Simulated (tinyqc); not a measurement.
## Reflectance at normal incidence against thickness

Normal incidence on air, film (n1) and substrate (N2 = n2 - i k2): r01 = (1 - n1)/(1 + n1), r12 = (n1 - N2)/(n1 + N2), amplitude (r01 + r12 X)/(1 + r01 r12 X), X = exp(-4 pi i n1 d/lam), R its squared modulus, phase from 0 to 360 degrees.

Inputs (values chosen for the exercise):
```
symbol   value  unit                                  meaning
lam        800    nm                               wavelength
n1       1.452                  index of the transparent film
n2       3.692                         index of the substrate
k2      0.0065        extinction coefficient of the substrate
```

Reflectance at normal incidence against thickness:

| d (nm) | R (%) | phase of the reflected amplitude (degrees) |
|---|---|---|
| 0 | 32.92 | 179.9 |
| 35 | 30.00 | 150.5 |
| 70 | 21.88 | 116.2 |
| 105 | 11.89 | 68.62 |
| 140 | 7.480 | 354.5 |
| 175 | 13.08 | 283.7 |
| 210 | 23.18 | 238.7 |
| 245 | 30.72 | 205.4 |
| 280 | 32.87 | 176.2 |

R goes from 32.9 through a minimum of 7.48 (at d = 140 nm among the rows listed) to 32.9 %. At a quarter wave, d = 138 nm, R = 7.46 %; for a transparent substrate it would vanish for n1 = sqrt(n2) = 1.92.

Program tinyqc, `OMP_NUM_THREADS=1 python tinyqc.py 2870228 2870229 out.jsonl`; Intel Xeon 2.30GHz, shared host, one thread, about 0.01 s.
